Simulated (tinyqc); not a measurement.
From one set of inputs to another, one input at a time: specific resistance of a metal-semiconductor contact and its transmission-line measurement. Computed by tinyqc, a small Python program. Command: `OMP_NUM_THREADS=1 python tinyqc.py 3028609 3028610 out.jsonl contact ladder`. One thread of a shared host (Intel(R) Xeon(R) Processor @ 2.30GHz), about 0.02 s of CPU time with the checks.

The barrier is parabolic (depletion approximation), energies E are normal energies counted from the band edge in the neutral semiconductor (downwards for holes), and the bias is zero. xi is an input, held fixed when other inputs move.

The inputs printed are set A. Set A is modelled on p-type SiGe; the values taken over come from a set modelled on n-type silicon. Inputs not listed in the table keep their values of set A, so the rows need not describe a real material.

Inputs (values chosen for the exercise, modelled on p-type SiGe): tunnelling mass m = 0.3 m_0; permittivity eps = 13; Richardson constant A* = 29.6 A/(cm^2 K^2); barrier height phi_B = 0.32 eV; doping N = 2.1e+19 1/cm^3; Fermi level above the band edge in the bulk, xi = -0.018 eV; temperature T = 500 K; sheet resistance R_sh = 900 ohm; contact length d = 0.11 micrometre; contact width W = 31 micrometre.

Image-force lowering: left out.

Constants: hbar = 1.054571817e-34 J s; eps_0 = 8.8541878128e-12 F/m; m_0 = 9.1093837015e-31 kg; k_B = 8.617333262e-05 eV/K; e = 1.602176634e-19 C.

Method:
- E_00 = (e hbar/2) sqrt(N/(eps eps_0 m)); band bending E_b = phi_B + xi; depletion width w = sqrt(2 eps eps_0 E_b/(e^2 N)).
- WKB transmission for E < E_b, with a = E/E_b: D = exp{-(E_b/E_00) [sqrt(1 - a) - a ln((1 + sqrt(1 - a))/sqrt(a))]}; D = 1 above.
- At zero bias 1/rho_c = (e A*/k_B^2) int D(E) f(E) dE, f = 1/(1 + exp((E - xi)/k_B T)); 200 Gauss-Legendre points from 0 to E_b, and k_B T ln(1 + exp((xi - E_b)/k_B T)) for the part above the barrier; the share of tunnelling is the part below.
- Transmission-line model: transfer length L_T = sqrt(rho_c/R_sh); R_c = (R_sh L_T/W) coth(d/L_T). Limits: rho_c/(W d) for d << L_T, sqrt(rho_c R_sh)/W for d >> L_T.

Each row keeps all changes above it:
```
input moved                      from       to  specific contact resistance rho_c (ohm cm^2)  contact resistance R_c (ohm)  depletion width (nm)
set A                               -        -                                    4.0206e-07                    1.2836e+01                4.5457
permittivity eps                   13     11.7                                    3.5884e-07                    1.1567e+01                4.3124
sheet resistance R_sh (ohm)       900      450                                    3.5884e-07                    1.1050e+01                4.3124
contact width W (micrometre)       31      0.2                                    3.5884e-07                    1.7127e+03                4.3124
barrier height phi_B (eV)        0.32     0.69                                    1.2745e-04                    5.7941e+05                6.4328
temperature T (K)                 500      200                                    2.1573e-02                    9.8059e+07                6.4328
tunnelling mass m (m_0)           0.3     0.28                                    1.4330e-02                    6.5135e+07                6.4328
doping N (1/cm^3)             2.1e+19  7.3e+19                                    4.9905e-05                    2.2692e+05                3.4502
```

Specific contact resistance rho_c goes from 4.02e-7 to 4.99e-5, a factor 124 in all. The largest single move comes from barrier height phi_B (a factor 355), and doping N works against it (a factor 0.00348). Contact resistance R_c goes from 12.8 to 227000, a factor 17700 in all. The largest single move comes from barrier height phi_B (a factor 338), and doping N works against it (a factor 0.00348). Depletion width goes from 4.55 to 3.45, a factor 0.759 in all. The largest single move comes from doping N (a factor 0.536), and barrier height phi_B works against it (a factor 1.49). The single moves hold for this order of the switches; the total does not depend on the order.

Extremes, crossings and ranges named in words are read from the listed rows.
